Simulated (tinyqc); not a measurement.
Which pair of peaks is best: composition and strain of an epitaxial Si(1-x)Ge(x) layer from Raman and X-ray peaks. Computed by tinyqc, a small Python program. Command: `OMP_NUM_THREADS=1 python tinyqc.py 3015340 3015341 out.jsonl epiraman walk`. One thread of a shared host (Intel(R) Xeon(R) Processor @ 2.30GHz), about 0.01 s of CPU time with the checks.

A (001) layer, biaxially strained in the plane. The Raman peaks follow empirical lines omega = w0 + c1 x + c3 x^3 + b eps (c3 for Si-Ge alone), with eps the in-plane strain.

Inputs (values chosen for the exercise, modelled on silicon-germanium):
```
quantity,value,unit
Ge fraction x,0.39,-
Si-Si: c1,-65.1,1/cm
Si-Si: strain coefficient b,-708,1/cm
Si-Ge: c1,23.3,1/cm
Si-Ge: c3,-32.9,1/cm
Si-Ge: strain coefficient b,-596,1/cm
Ge-Ge: c1,18.5,1/cm
Ge-Ge: strain coefficient b,-425,1/cm
uncertainty of a Raman peak,0.2,1/cm
```

Substrate: silicon.

Method. For each pair invert J = [d omega/dx, d omega/d eps] at the true x. Independent errors of the given size in both peaks give sigma_x and sigma_eps = uncertainty x (norm of the rows of the inverse of J).

Error propagation:
```
pair,det J,sigma_x,sigma_eps (per mille)
Si-Si and Si-Ge,44.667,0.0041438,0.29384
Si-Si and Ge-Ge,40.7655,0.0040513,0.33203
Si-Ge and Ge-Ge,7.5037,0.019511,0.54031
```

What follows from these numbers?

The pair Si-Si and Ge-Ge fixes x best (sigma_x = 0.0041) and Si-Ge and Ge-Ge worst (0.020), a factor 4.8. Strain moves all peaks the same way, so a good pair needs different ratios of composition slope to strain coefficient, best of opposite sign; the slopes here are -65.1, 8.3 and 18.5 per cm for Si-Si, Si-Ge and Ge-Ge. Errors in the coefficients themselves are not counted.

Extremes, crossings and ranges named in words are read from the listed rows.
